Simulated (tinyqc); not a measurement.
Worked calculation: chemical-mechanical planarisation: Preston law, pattern density and step-height reduction. Computed by tinyqc, a small Python program that keeps every step. Command: `OMP_NUM_THREADS=1 python tinyqc.py 3014857 3014858 out.jsonl cmp walk`. One thread of a shared host (Intel(R) Xeon(R) Processor @ 2.30GHz), about 0.01 s of CPU time with the checks. Intermediate numbers are printed to about 5 digits and carried at full precision; extremes and crossings named in words are read from the listed rows.

A row of 8 cells, repeated periodically, holds raised features that cover a share rho of each cell.

Inputs (values chosen for the exercise, close to those used for oxide polishing):

| quantity | value | unit |
|---|---|---|
| Preston coefficient K | 4.6e-14 | 1/Pa |
| pressure P | 44 | kPa |
| platen and carrier speed | 80 | rpm |
| distance between the centres | 19 | cm |
| initial step height h0 | 290 | nm |
| contact height h_c | 43 | nm |
| film above the raised areas z0 | 690 | nm |
| cell size | 2 | mm |
| planarisation length | 3.1 | mm |
| polish time t | 71 | s |

local pattern densities, cell by cell: 0.1  0.25  0.4  0.3  0.9  0.25  0.9  0.5

## Blanket rate

With equal rotation speeds the relative speed is uniform, v = omega r_c; Preston rate R0 = K P v.

relative speed v = 1.5917 m/s

blanket rate R0 = 3.2217 nm/s

## Effective density

The stiff pad averages the density: rho_eff(i) = sum_j w_ij rho_j / sum_j w_ij, w = exp(-2 d^2/L^2), L the planarisation length and d the distance between cell centres, summed over all periodic images of cell j.

normalised weights (images included) for cells 0, 1, 2, ... apart: 0.51476  0.22391  0.01843  0.00029  0.00000

effective densities: 0.24352  0.25590  0.34770  0.45501  0.61060  0.54661  0.64980  0.49087

Local densities span 0.1 to 0.9, effective ones 0.244 to 0.650.

## State at time t

While h > h_c only raised areas polish, at R0/rho_eff, until t_c = rho_eff (h0 - h_c)/R0. After that h = h_c exp(-(t - t_c)/tau), tau = rho_eff h_c/R0; low areas polish at R0 (1 - h/h_c) and raised areas at R0 [1 + (1 - rho_eff) h/(rho_eff h_c)]. Removed from raised areas after t_c: h0 - h_c + R0 (t - t_c) + (1 - rho_eff)(h_c - h); from low areas: R0 (t - t_c) - rho_eff (h_c - h). Film left = z0 less the removal from raised areas.

Cells:

| cell | rho_eff | t_c (s) | step h (nm) | removed, raised (nm) | removed, low (nm) | film left on raised areas (nm) |
|---|---|---|---|---|---|---|
| 1 | 0.24352 | 18.670 | 0.0000 | 448.12 | 158.12 | 241.88 |
| 2 | 0.25590 | 19.619 | 0.0000 | 444.53 | 154.53 | 245.47 |
| 3 | 0.34770 | 26.657 | 0.0030 | 417.91 | 127.91 | 272.09 |
| 4 | 0.45501 | 34.884 | 0.1124 | 386.73 | 96.84 | 303.27 |
| 5 | 0.61060 | 46.814 | 2.2110 | 340.80 | 53.02 | 349.20 |
| 6 | 0.54661 | 41.907 | 0.7973 | 359.86 | 70.66 | 330.14 |
| 7 | 0.64980 | 49.819 | 3.7395 | 328.99 | 42.73 | 361.01 |
| 8 | 0.49087 | 37.634 | 0.2641 | 376.25 | 86.52 | 313.75 |

range of film left across the row = 119.13 nm

largest remaining step = 3.7395 nm

thinnest film left = 241.88 nm

8 of 8 cells have reached contact. The cell with the lowest rho_eff has lost the most film from its raised areas.

## Local against global planarity over time

Times are multiples of h0/R0; the range is the largest minus the smallest removal from raised areas.

Steps and range (nm):

| multiple | t (s) | largest step | smallest step | range across the row | mean removal from raised areas |
|---|---|---|---|---|---|
| 0.10 | 9.00 | 245.37 | 170.91 | 74.46 | 72.98 |
| 0.20 | 18.00 | 200.74 | 51.83 | 148.91 | 145.95 |
| 0.30 | 27.00 | 156.11 | 3.31 | 169.99 | 207.14 |
| 0.45 | 40.51 | 89.17 | 0.05 | 149.01 | 276.36 |
| 0.60 | 54.01 | 26.52 | 0.00 | 127.11 | 330.65 |
| 0.80 | 72.01 | 3.33 | 0.00 | 118.99 | 391.20 |
| 1.00 | 90.02 | 0.42 | 0.00 | 117.97 | 449.47 |
| 1.30 | 117.02 | 0.02 | 0.00 | 117.83 | 536.50 |
| 1.70 | 153.03 | 0.00 | 0.00 | 117.82 | 652.50 |

Local steps shrink to 0.01 nm or less, but the range across the row reaches up to 170.0 nm among these rows and ends at 117.8 nm, against the limit (largest - smallest rho_eff) h0 = 117.8 nm: once flat, all cells polish alike and the difference stays. Evener density (dummy fill), a longer planarisation length or a smaller initial step reduces it. Caution: in the last rows the removal passes z0 somewhere, so they describe a thicker film than the one given.

Checks made by the program: volume removed per cell equals R0 t (relative difference below 1e-10).
